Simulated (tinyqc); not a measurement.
Frequency dispersion of an accumulation capacitance by border traps, distributed model: one step of the calculation.

Traps spread evenly through the insulator exchange electrons with the semiconductor by tunnelling, with tau(x) = t0 exp(2 ka x) at depth x from the interface. The admittance per area Y seen at depth x obeys dY/dx = -Y^2/(i w eps0 eox) + q Nb ln(1 + i w tau)/tau, with Y(0) = i w Cs and w = 2 pi f; the gate sees Y(tox) = G + i w C. Working variable y = Y/(i w), in uF/cm^2. Cox = eps0 eox/tox.

Problem. Midpoint steps through the active depth. In terms of y: dy/dx = -y^2/(eps0 eox) + s(x), s = q Nb ln(1 + z)/z, z = i w tau. 11 midpoint steps of h = xe/11: y_half = y + (h/2) y'(x, y), y(new) = y + h y'(x + h/2, y_half).

Inputs (values chosen for the exercise); permittivity close to that of zirconium oxide: relative permittivity of the insulator eox = 21.2; semiconductor capacitance in accumulation Cs = 1.6 uF/cm^2; density of border traps Nb = 3.9e18 cm^-3 eV^-1; decay constant of the wave function in the insulator ka = 3.5 1/nm; time constant of a trap at the interface t0 = 1e-11 s; frequency f = 1e6 Hz; depth down to which the steps are taken xe = 2.1 nm.

Constants: q = 1.602176634e-19 C, eps0 = 8.8541878128e-14 F/cm where lengths are in cm. Results are converted to the units shown.

Wanted: x; s; y.

Solution.

| point | x (nm) | s (uF/(cm^2 nm)) | y (uF/cm^2) |
|---|---|---|---|
| 0 | 0 | 0.062485-0.000002i | 1.6000+0.0000i |
| 1 | 0.19091 | 0.062485-0.000007i | 1.5861+0.0000i |
| 2 | 0.38182 | 0.062485-0.000028i | 1.5727+0.0000i |
| 3 | 0.57273 | 0.062485-0.000108i | 1.5597+0.0000i |
| 4 | 0.76364 | 0.062481-0.000412i | 1.5471-0.0001i |
| 5 | 0.95455 | 0.062433-0.001564i | 1.5348-0.0002i |
| 6 | 1.1455 | 0.061743-0.005853i | 1.5230-0.0008i |
| 7 | 1.3364 | 0.054051-0.018215i | 1.5110-0.0028i |
| 8 | 1.5273 | 0.027679-0.024378i | 1.4960-0.0073i |
| 9 | 1.7182 | 0.008776-0.014013i | 1.4766-0.0108i |
| 10 | 1.9091 | 0.002415-0.005764i | 1.4556-0.0122i |
| 11 | 2.1000 | 0.000642-0.002063i | 1.4346-0.0125i |

tinyqc, about 0.4 s, one thread, Intel Xeon 2.30GHz (shared host): `OMP_NUM_THREADS=1 python tinyqc.py 2202119 2202120 out.jsonl`
